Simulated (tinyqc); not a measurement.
Inside a calculation: free and nearly free electrons in a metal. Values are carried at full precision from step to step, so a last printed digit may differ when a step is redone from the rounded ones.

The cubic cell holds 2 atoms: n = 2 z/a^3, kF = (3 pi^2 n)^(1/3), EF = c kF^2/m, vF = 2 c kF/(m hbar), c = hbar^2/2m0; rs = (3/(4 pi n))^(1/3)/a0; D(EF) = 3 n/(2 EF).

Constants: hbar^2/2m0 = 3.80998211 eV angstrom^2; hbar = 6.58211957e-16 eV s; a0 (Bohr radius) = 0.5291772105 angstrom; kB = 8.617333262e-05 eV/K.

Inputs chosen for the exercise (near those of Na; not measured data):
```
symbol  value  unit          meaning
a       4.198  angstrom      bcc lattice constant
z       1                    free electrons an atom
m       1.03   m0            mass
rho     4.96   micro-ohm cm  bulk resistivity
T       290    K
V       0.39   eV            |V_G| for G = (110)
x       0.98                 k along G as a share of |G|/2
```

## The Fermi sphere

Evaluate the free-electron quantities.

n = 0.02703 1/angstrom^3
kF = 0.9285 1/angstrom
EF = 3.189 eV
vF = 1.044e+06 m/s
rs = 3.906
D(EF) per atom = 0.4704 1/eV

## Relaxation time and mean free path

Drude: 1/rho = n e^2 tau/(m m0) with e = 1.602176634e-19 C and m0 = 9.1093837e-31 kg; mean free path l = vF tau; rho l = hbar kF/(n e^2) = 12 pi^3 hbar/(e^2 S) with S = 4 pi kF^2 does not depend on tau or m.

Use SI units: n in 1/m^3 (1e30 per 1/angstrom^3), rho in ohm m (1e-8 per micro-ohm cm).

tau = 27.26 fs
l = 28.45 nm
rho l = 14.110 1e-16 ohm m^2

Wires lose conductivity to surfaces and grain boundaries, with an excess that scales as rho l over the width and is of the order of rho itself at a width of l = 28 nm.

## Thermal quantities

gamma = (pi^2/3) kB^2 D(EF) per atom, times 96485.33 x 1e3 for mJ/(mol K^2); mu(T) = EF (1 - (pi kB T/EF)^2/12); Wiedemann-Franz kappa = L0 T/rho with L0 = (pi^2/3) (kB/e)^2, kB/e in V/K.

gamma = 1.109 mJ/(mol K^2)
mu - EF = -0.1611 meV
kappa = 143 W/(m K)

## The sphere against the zone faces

Take G = (hkl) 2 pi/a for (110), (200) and (211), with the number of equivalent faces. The Bragg plane of G lies at |G|/2 with |G| = (2 pi/a) sqrt(h^2 + k^2 + l^2). Where kF exceeds it, the sphere cuts the plane in a circle of radius sqrt(kF^2 - G^2/4).

Distance and circle for each G:
```
G      faces  |G|/2 (1/angstrom)  kF/(|G|/2)  circle radius
(110)     12              1.0583      0.8773              -
(200)      6              1.4967      0.6204              -
(211)     24              1.8331      0.5065              -
```

The sphere stays inside the first zone; it reaches 0.877 of the way to the nearest faces.

## Two plane waves near the face

Two plane waves k and k - G, G = (110) (2 pi/a): H = [[c k^2/m, V], [V, c (k - G)^2/m]] with c = hbar^2/2m0.

Build H for k along G, diagonalise, and give the weight of the first wave in the lower state and its velocity along G relative to a free electron, (w k + (1 - w)(k - G))/k.

H (eV):
$$\begin{pmatrix}
3.9791 & 0.3900 \\
0.3900 & 4.3105
\end{pmatrix}$$

levels (eV): [3.7211, 4.5686]

w = 0.6955
v/v_free = 0.3787

The splitting is 0.848 eV here and 2V = 0.78 eV on the face, where the normal velocity vanishes. There the lower band lies at 3.753 eV, above the free EF of 3.189 eV, so the Fermi surface does not reach the face.

## Checks

- Lower level against the closed form of the 2 x 2 problem (eV): both 3.7211.
- The product rho l against hbar kF/(n e^2) (1e-16 ohm m^2): both 14.11.

(tinyqc, `OMP_NUM_THREADS=1 python tinyqc.py 1650162 1650163 out.jsonl`, Intel(R) Xeon(R) Processor @ 2.30GHz, 1 thread, shared host, about 0.01 s.)
